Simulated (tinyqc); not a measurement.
Chemical-mechanical planarisation: Preston law, pattern density and step-height reduction: one step, computed by the program tinyqc. Command: `OMP_NUM_THREADS=1 python tinyqc.py 3008839 3008840 out.jsonl cmp walk`. One thread of a shared host (Intel(R) Xeon(R) Processor @ 2.30GHz), about 0.01 s of CPU time with the checks.

A row of 8 cells, repeated periodically, holds raised features that cover a share rho of each cell.

Question. Effective density. The stiff pad averages the density: rho_eff(i) = sum_j w_ij rho_j / sum_j w_ij, w = exp(-2 d^2/L^2), L the planarisation length and d the distance between cell centres, summed over all periodic images of cell j.

Inputs (values chosen for the exercise, close to those used for copper polishing): cell size = 2.1 mm; planarisation length = 3 mm.

local pattern densities, cell by cell: 0.2  0.1  0.1  0.5  0.6  0.8  0.7  0.25

Give: normalised weights (images included) for cells 0, 1, 2, ... apart; effective densities.

Answer.

normalised weights (images included) for cells 0, 1, 2, ... apart: 0.5585  0.2096  0.0111  0.0001  0.0000

effective densities: 0.1940  0.1271  0.1906  0.4360  0.6165  0.7276  0.6199  0.3383

Local densities span 0.1 to 0.8, effective ones 0.127 to 0.728.
